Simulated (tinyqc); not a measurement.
Worked calculation: Hubbard ring of 6 sites. Computed by tinyqc, a small Python program that keeps every step. Settings: hopping = 0.94, U = 1.9, mixing = 1, iteration cap = 59. Command: `OMP_NUM_THREADS=1 python tinyqc.py 27807 27808 out.jsonl` (the two numbers bound the seeds that draw the settings). One thread of a shared host (Intel(R) Xeon(R) Processor @ 2.60GHz), about 0.4 s of CPU time with the checks. Later iterations appear only in the table of the cycle.

## Mean-field iteration 1

one-body matrix (hopping and site energies) (eV), lower triangle:
```
,1,2,3,4,5,6
1,0.000000
2,-0.940000,0.000000
3,0.000000,-0.940000,0.000000
4,0.000000,0.000000,-0.940000,0.000000
5,0.000000,0.000000,0.000000,-0.940000,0.000000
6,-0.940000,0.000000,0.000000,0.000000,-0.940000,0.000000
```

U = 1.900000 eV

electrons, up and down: 3  3

mixing = 1

n(up) at the start (a guess, not normalised): 1 0.550000, 2 0.450000, 3 0.550000, 4 0.450000, 5 0.550000, 6 0.450000

n(down) at the start (a guess): 1 0.450000, 2 0.550000, 3 0.450000, 4 0.550000, 5 0.450000, 6 0.550000

H(up) = T + U n(down), H(down) = T + U n(up); fill the lowest levels; n(new) = n + mixing (n(out) - n); E = tr T (rho up + rho down) + U sum n_up n_down of the output.

levels, up (eV): -0.932399  0.005212  0.005212  1.894788  1.894788  2.832399

levels, down (eV): -0.932399  0.005212  0.005212  1.894788  1.894788  2.832399

energy = -4.666194 eV

n(up) after iteration 1: 1 0.541928, 2 0.458072, 3 0.541928, 4 0.458072, 5 0.541928, 6 0.458072

n(down) after iteration 1: 1 0.458072, 2 0.541928, 3 0.458072, 4 0.541928, 5 0.458072, 6 0.541928

## Mean-field iteration 2

As before.

levels, up (eV): -0.931687  0.006630  0.006630  1.893370  1.893370  2.831687

levels, down (eV): -0.931687  0.006630  0.006630  1.893370  1.893370  2.831687

energy = -4.667327 eV

n(up) after iteration 2: 1 0.535205, 2 0.464795, 3 0.535205, 4 0.464795, 5 0.535205, 6 0.464795

n(down) after iteration 2: 1 0.464795, 2 0.535205, 3 0.464795, 4 0.535205, 5 0.464795, 6 0.535205

## Convergence

Each step fills the lowest levels of T + U n(other spin) and sets n(new) = n + mixing (n(out) - n); stop when output and input agree to 1e-8.

Course of the cycle:
```
iteration,E (eV),largest |n(out) - n(in)|,mean |n_up - n_down|
1,-4.66619352,8.07e-03,0.083857
2,-4.66732716,6.72e-03,0.070410
3,-4.66811759,5.62e-03,0.059172
4,-4.66867149,4.71e-03,0.049759
5,-4.66906103,3.95e-03,0.041862
6,-4.66933566,3.32e-03,0.035229
7,-4.66952962,2.79e-03,0.029654
8,-4.66966678,2.34e-03,0.024965
9,-4.66976386,1.97e-03,0.021020
10,-4.66983261,1.66e-03,0.017699
11,-4.66988132,1.40e-03,0.014904
...,...,...,...
49,-4.67000000,2.04e-06,0.000022
50,-4.67000000,1.72e-06,0.000018
51,-4.67000000,1.45e-06,0.000015
52,-4.67000000,1.22e-06,0.000013
53,-4.67000000,1.03e-06,0.000011
54,-4.67000000,8.66e-07,0.000009
55,-4.67000000,7.30e-07,0.000008
56,-4.67000000,6.14e-07,0.000007
57,-4.67000000,5.17e-07,0.000006
58,-4.67000000,4.36e-07,4.65e-06
59,-4.67000000,3.67e-07,3.92e-06
```

Not converged within 59 iterations: the residual falls steadily but slowly, by a factor of about 0.84 a step. The lowest mean-field energy found from random starts is -4.67000 eV. Reruns (cap 100 unless said): mixing 0.2: not converged; mixing 0.5: not converged; mixing 0.9: converged in 90 (E = -4.67000); the original settings with a cap of 400: converged in 80 (E = -4.67000).

## Exact diagonalisation (400 states)

Lowest levels of the sector, and the double occupancy of the lowest state.

lowest levels (eV): -5.063238  -3.835539  -3.513345  -3.513345  -3.492174  -2.973901

double occupancy per site = 0.180048

## The lowest level by Lanczos steps

From a random start vector (not printed): a_j = <q_j|H|q_j>, b_j = norm of the remainder after orthogonalising; the Ritz value is the lowest eigenvalue of the tridiagonal matrix of a and b so far.

Lanczos:
```
j,a_j (eV),b_j (eV),lowest Ritz value (eV)
1,0.501128,3.941767,0.50112773
2,0.731414,4.038121,-3.32717731
3,2.342206,3.494557,-4.63283217
4,3.137385,3.566555,-4.94477858
5,3.374505,3.777484,-5.02672049
6,3.924468,3.888799,-5.05136239
7,3.978887,3.838308,-5.05913739
8,3.335383,3.746814,-5.06179068
9,3.199962,3.527385,-5.06277704
10,3.345800,3.372388,-5.06309802
```
